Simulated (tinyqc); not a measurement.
## LED efficiency against current

ABC model of an LED: J = q da (A n + Ba n^2 + Ca n^3), IQE = Ba n^2/(A n + Ba n^2 + Ca n^3), differential lifetime 1/(A + 2 Ba n + 3 Ca n^2).

Values chosen for this exercise:
- A = 1.7e5 1/s (defect coefficient of the active layer)
- Ba = 6.6e-10 cm^3/s (radiative coefficient of the active layer)
- Ca = 2.4e-30 cm^6/s (Auger coefficient of the active layer)
- da = 44 nm (thickness of the active layer)

Constants: q = 1.602176634e-19 C. Results are converted to the units shown.

Results:
```
J (A/cm^2)  n (cm^-3)  IQE (%)  defect share (%)  Auger share (%)  differential lifetime (ns)
0.1          1.453e16    98.25             1.742         0.005192                       51.67
0.5          3.265e16    99.21            0.7826          0.01178                       23.11
2            6.543e16    99.58            0.3920          0.02369                       11.55
30           2.537e17    99.81            0.1013          0.09207                       2.981
100          4.631e17    99.78           0.05550           0.1680                       1.631
600          1.133e18    99.57           0.02263           0.4103                      0.6644
2000         2.065e18    99.24           0.01238           0.7454                      0.3627
10000        4.598e18    98.35          0.005510            1.644                      0.1607
```

Estimate the missing row, J = 8 A/cm^2.

Computed row:
```
J (A/cm^2)  n (cm^-3)  IQE (%)  defect share (%)  Auger share (%)  differential lifetime (ns)
8            1.310e17    99.76            0.1962          0.04751                       5.775
```

With this row back in the table: The IQE goes from 98.3 through a maximum of 99.8 (at J = 30 A/cm^2 among the rows listed) to 98.4 %. The exact peak, Q/(Q + 2) = 99.8 % with Q = Ba/sqrt(A Ca) = 1030, lies at n = sqrt(A/Ca) = 2.66e17 cm^-3, J = 33.0 A/cm^2, where the defect and Auger shares are equal. n goes as J^(0.50) at the low end and J^(0.50) at the high end.

Numbers from tinyqc (`OMP_NUM_THREADS=1 python tinyqc.py 2300065 2300066 out.jsonl`; about 0.01 s on one thread of a shared Intel Xeon 2.30GHz).
